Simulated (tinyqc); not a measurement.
Reverse leakage of an n+-p junction: diffusion, generation, trap-assisted and band-to-band tunnelling: one step of the calculation.

One-sided abrupt junction in the depletion approximation, x from the junction (0) to W on the p side, field F = F0 (1 - x/W). Flat quasi-Fermi levels, long p side. Traps generate through SRH with both lifetimes shortened by 1 + Gamma (Hurkx enhancement, form for moderate fields); band-to-band generation is local and needs a total bending above Eg.

Problem. Generation rates across the layer. u = (Vbi + VR)(1 - x/W)^2, p = Na exp(-u/Vt), n = Nd exp((u - Vbi - VR)/Vt); G0 = ni^2 (1 - exp(-VR/Vt))/(tau (n + p + 2 ni cosh(Et/Vt))); Gamma = 2 sqrt(3 pi)(F/FG) exp((F/FG)^2); trap-assisted part G0 Gamma; G_bb = Ab F^2.5 exp(-Bb/F) with F in V/cm, zero unless Vbi + VR > Eg, and counted as zero under 1 cm^-3 s^-1. 16 equal steps.

Parameters, values chosen for the exercise; band and dielectric values close to those of silicon: temperature T = 358 K; band gap Eg = 1.11 eV; acceptor density of the lighter side Na = 2.4e16 cm^-3; donor density of the heavier side Nd = 5e19 cm^-3; SRH lifetime of both carriers at zero field tau = 3e-8 s; trap level above the intrinsic level Et = 0.06 eV; band-to-band prefactor Ab = 3.6e14 cm^-0.5 V^-2.5 s^-1; band-to-band field constant Bb = 1.92e7 V/cm; reverse bias VR = 0.5 V.

Constants: q = 1.602176634e-19 C, kB = 1.380649e-23 J/K, Vt = kB T/q. Results are converted to the units shown.

ni = 5.5423057e11 cm^-3
Vbi = 0.89445693 V
W = 276.44235 nm
F0 = 100.88591 kV/cm
FG = 480.82056 kV/cm

Find: x; F; Gamma; G0; G0 Gamma; G_bb.

Solution.

| point | x (nm) | F (kV/cm) | Gamma | G0 (cm^-3 s^-1) | G0 Gamma (cm^-3 s^-1) | G_bb (cm^-3 s^-1) |
|---|---|---|---|---|---|---|
| 0 | 0.00 | 100.89 | 1.3463 | 2.0478e11 | 2.7569e11 | 0.0000 |
| 1 | 17.28 | 94.58 | 1.2554 | 4.8800e13 | 6.1265e13 | 0.0000 |
| 2 | 34.56 | 88.28 | 1.1659 | 8.1441e15 | 9.4952e15 | 0.0000 |
| 3 | 51.83 | 81.97 | 1.0776 | 7.0073e17 | 7.5511e17 | 0.0000 |
| 4 | 69.11 | 75.66 | 0.99044 | 2.5072e18 | 2.4832e18 | 0.0000 |
| 5 | 86.39 | 69.36 | 0.90432 | 2.5875e18 | 2.3399e18 | 0.0000 |
| 6 | 103.67 | 63.05 | 0.81915 | 2.5886e18 | 2.1204e18 | 0.0000 |
| 7 | 120.94 | 56.75 | 0.73483 | 2.5793e18 | 1.8954e18 | 0.0000 |
| 8 | 138.22 | 50.44 | 0.65127 | 2.4082e18 | 1.5684e18 | 0.0000 |
| 9 | 155.50 | 44.14 | 0.56840 | 1.2562e18 | 7.1405e17 | 0.0000 |
| 10 | 172.78 | 37.83 | 0.48611 | 2.2450e17 | 1.0913e17 | 0.0000 |
| 11 | 190.05 | 31.53 | 0.40432 | 3.4772e16 | 1.4059e16 | 0.0000 |
| 12 | 207.33 | 25.22 | 0.32296 | 7.1739e15 | 2.3169e15 | 0.0000 |
| 13 | 224.61 | 18.92 | 0.24193 | 2.0885e15 | 5.0527e14 | 0.0000 |
| 14 | 241.89 | 12.61 | 0.16115 | 8.6423e14 | 1.3927e14 | 0.0000 |
| 15 | 259.16 | 6.31 | 0.080532 | 5.0891e14 | 4.0984e13 | 0.0000 |
| 16 | 276.44 | 0.00 | 0 | 4.2656e14 | 0 | 0.0000 |

Range of the model: The n+ side is degenerate, so Vbi from Boltzmann statistics is only a guide.

Numbers from tinyqc (`OMP_NUM_THREADS=1 python tinyqc.py 2290118 2290119 out.jsonl`; about 0.01 s on one thread of a shared Intel Xeon 2.30GHz).
